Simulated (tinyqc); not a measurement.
Hueckel theory of the pi electrons, for the molecule C=CC1=Cc2ccccc21 (SMILES; centres numbered as the heavy atoms are written), step by step. One step of it, computed by the program tinyqc.

Question. Orbitals. Diagonalise; E = alpha + x beta with beta < 0, so the largest x are filled first; degenerate levels share their electrons. P = sum n_i c_ri c_si; each orbital has its largest coefficient positive (the first on a tie).

Hueckel matrix in units of beta (H = alpha + beta A):
```
           1C        2C        3C        4C        5C        6C        7C        8C
1C   0.000000  1.000000  0.000000  0.000000  0.000000  0.000000  0.000000  0.000000
2C   1.000000  0.000000  1.000000  0.000000  0.000000  0.000000  0.000000  0.000000
3C   0.000000  1.000000  0.000000  1.000000  0.000000  0.000000  0.000000  0.000000
4C   0.000000  0.000000  1.000000  0.000000  1.000000  0.000000  0.000000  0.000000
5C   0.000000  0.000000  0.000000  1.000000  0.000000  1.000000  0.000000  0.000000
6C   0.000000  0.000000  0.000000  0.000000  1.000000  0.000000  1.000000  0.000000
7C   0.000000  0.000000  0.000000  0.000000  0.000000  1.000000  0.000000  1.000000
8C   0.000000  0.000000  0.000000  0.000000  0.000000  0.000000  1.000000  0.000000
9C   0.000000  0.000000  0.000000  0.000000  0.000000  0.000000  0.000000  1.000000
10C  0.000000  0.000000  1.000000  0.000000  1.000000  0.000000  0.000000  0.000000

           9C       10C
1C   0.000000  0.000000
2C   0.000000  0.000000
3C   0.000000  1.000000
4C   0.000000  0.000000
5C   0.000000  1.000000
6C   0.000000  0.000000
7C   0.000000  0.000000
8C   1.000000  0.000000
9C   0.000000  1.000000
10C  1.000000  0.000000
```

pi electrons, sum of z_r less the charge = 10

Give: x values; occupations; coefficients; charge and bond-order matrix P.

Answer.

x values: 2.434  1.625  1.179  1.000  0.215  -0.215  -1.000  -1.179  -1.625  -2.434

occupations: 2.000  2.000  2.000  2.000  2.000  0.000  0.000  0.000  0.000  0.000

coefficients:
```
       MO1     MO2     MO3     MO4     MO5     MO6     MO7     MO8
1C   0.087  -0.231  -0.317   0.408  -0.415   0.415   0.408  -0.317
2C   0.212  -0.376  -0.373   0.408  -0.089  -0.089  -0.408   0.373
3C   0.429  -0.379  -0.123   0.000   0.396  -0.396   0.000  -0.123
4C   0.361  -0.198   0.286   0.000   0.499   0.499   0.000  -0.286
5C   0.449   0.057   0.460   0.000  -0.289   0.289   0.000   0.460
6C   0.260   0.333   0.315   0.408  -0.236  -0.236  -0.408  -0.315
7C   0.183   0.485  -0.089   0.408   0.238  -0.238   0.408  -0.089
8C   0.186   0.454  -0.420   0.000   0.287   0.287   0.000   0.420
9C   0.270   0.254  -0.406  -0.408  -0.177   0.177  -0.408  -0.406
10C  0.472  -0.042  -0.058  -0.408  -0.325  -0.325   0.408   0.058

        MO9    MO10
1C   -0.231  -0.087
2C    0.376   0.212
3C   -0.379  -0.429
4C    0.198   0.361
5C    0.057  -0.449
6C   -0.333   0.260
7C    0.485  -0.183
8C   -0.454   0.186
9C    0.254  -0.270
10C   0.042   0.472
```

charge and bond-order matrix P:
```
         1C      2C      3C      4C      5C      6C      7C      8C
1C    1.000   0.854   0.000  -0.440   0.000   0.221   0.000  -0.150
2C    0.854   1.000   0.489   0.000  -0.145   0.000   0.071   0.000
3C    0.000   0.489   1.000   0.784   0.000  -0.294   0.000   0.146
4C   -0.440   0.000   0.784   1.000   0.277   0.000   0.126   0.000
5C    0.000  -0.145   0.000   0.277   1.000   0.697   0.000  -0.333
6C    0.221   0.000  -0.294   0.000   0.697   1.000   0.583   0.000
7C    0.000   0.071   0.000   0.126   0.000   0.583   1.000   0.721
8C   -0.150   0.000   0.146   0.000  -0.333   0.000   0.721   1.000
9C    0.000  -0.075   0.000  -0.314   0.000  -0.196   0.000   0.571
10C   0.075   0.000   0.195   0.000   0.553   0.000  -0.346   0.000

         9C     10C
1C    0.000   0.075
2C   -0.075   0.000
3C    0.000   0.195
4C   -0.314   0.000
5C    0.000   0.553
6C   -0.196   0.000
7C    0.000  -0.346
8C    0.571   0.000
9C    1.000   0.729
10C   0.729   1.000
```
